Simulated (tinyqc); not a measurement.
Disorder broadening of a flat band (such as a Landau level) in the self-consistent Born approximation: one step of the calculation.

The local Green function is G = g0(z - Sigma) with z = E + i eta and g0(z) = 1/z; the self-energy is Sigma = D G. The density of states is -Im G/pi.

Task. Born step. G = g0(z - Sigma), Sigma(out) = D G, Sigma(new) = Sigma + mix (Sigma(out) - Sigma).

Inputs (values chosen for the exercise):

| symbol | value | unit | meaning |
|---|---|---|---|
| D | 0.71 | eV^2 | variance of the random potential |
| eta | 0.0041 | eV | bare broadening |
| E | -1.349 | eV | energy from the band centre |
| mix | 1 |  | mixing |

Sigma at the start = 0.0000000+0.0000000i eV

Find: G; Sigma(out); Sigma after iteration 1.

Result.

G = -0.7413-0.0023i 1/eV
Sigma(out) = -0.5263-0.0016i eV
Sigma after iteration 1 = -0.5263-0.0016i eV

Sigma(out) of this first step, from Sigma = 0, is the plain (first) Born approximation.

Range of the model: The self-consistent Born approximation misses band tails from rare fluctuations and localisation.

tinyqc, about 0.01 s, one thread, Intel Xeon 2.30GHz (shared host): `OMP_NUM_THREADS=1 python tinyqc.py 2720030 2720031 out.jsonl`
